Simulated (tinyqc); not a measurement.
Inside a calculation: conductance of a narrow metal strip with scatterers (square lattice, Green functions). Values are carried at full precision from step to step, so a last printed digit may differ when a step is redone from the rounded ones.

A strip of W sites across with hard walls, site energy 0 and hopping -t. Mode n = 1 to W has profile chi_n(j) = sqrt(2/(W + 1)) sin(n j pi/(W + 1)) and energy en = -2t cos(n pi/(W + 1)); E = en - 2t cos(kn a). With z_n = exp(i kn a) (Im k > 0 for closed modes, |z| < 1) each lead gives the self-energy -t z_n in mode n. One column carries the site energies v, here one foreign atom. In the mode basis V_nm = sum_j chi_n(j) v_j chi_m(j), G = (E - en + 2 t z_n - V)^-1, and t_nm = 2t sqrt(sin(kn a) sin(km a)) G_nm in size for open modes. T = sum |t_nm|^2, conductance (2e^2/h) T.

Constants: e^2/h = 3.874045865e-05 S.

Values chosen for the exercise (hopping and spacing of the size met in Cu or Al; the lattice is a model; not measured data): t = 1.07 eV (hopping); a = 2.68 angstrom (spacing); W = 3 (sites across); E = -0.84 eV (Fermi energy); v = (0, -1.8, 0) eV (site energies in the scattering column).

## Modes at the Fermi energy

For each n: en, cos(kn a) = (en - E)/(2t), z_n and the velocity 2 t a sin(kn a) (zero if closed).

Modes:
```
n  en (eV)  cos(k a)                  z  dE/dk (eV angstrom)
1  -1.5132  -0.31458  -0.31458+0.94923i               5.4440
2   0.0000   0.39252   0.39252+0.91974i               5.2749
3   1.5132   1.09963            0.64226               0.0000
```

2 of 3 modes are open, so the clean strip has a resistance of 6453 ohm, whatever its length.

## The scatterer in the mode basis

Form V_nm.

V (eV), lower triangle:
```
         n=1  n=2      n=3
n=1  -0.9000
n=2        0    0
n=3   0.9000    0  -0.9000
```

A single site couples every mode that has amplitude on it.

## Green function and transmission

E - en + 2 t z_n = 2t (z_n - cos(kn a)). Invert, form |t_nm|^2 = (2t)^2 Im(z_n) Im(z_m) |G_nm|^2 and sum. The added resistance is 1/(2 (e^2/h) T) less the same for the clean strip.

G (1/eV):
```
                 n=1       n=2              n=3
n=1   0.0866-0.0157i    0.0000  -0.9891+0.1797i
n=2           0.0000  -0.5081i           0.0000
n=3  -0.9891+0.1797i    0.0000  -1.3946-2.0527i
```

|t_nm|^2, lower triangle:
```
        n=1     n=2  n=3
n=1  0.0319
n=2       0  1.0000
n=3       0       0    0
```

T = 1.0319
added resistance = 6054 ohm

Mode 1 passes least (0.032) and mode 2 most (1.000); 0.0 % of the transmitted flux changes mode.

## Checks

- Transmitted plus reflected flux against the number of open modes: both 2.00000.

(tinyqc, `OMP_NUM_THREADS=1 python tinyqc.py 1451521 1451522 out.jsonl`, Intel(R) Xeon(R) Processor @ 2.30GHz, 1 thread, shared host, about 0.01 s.)
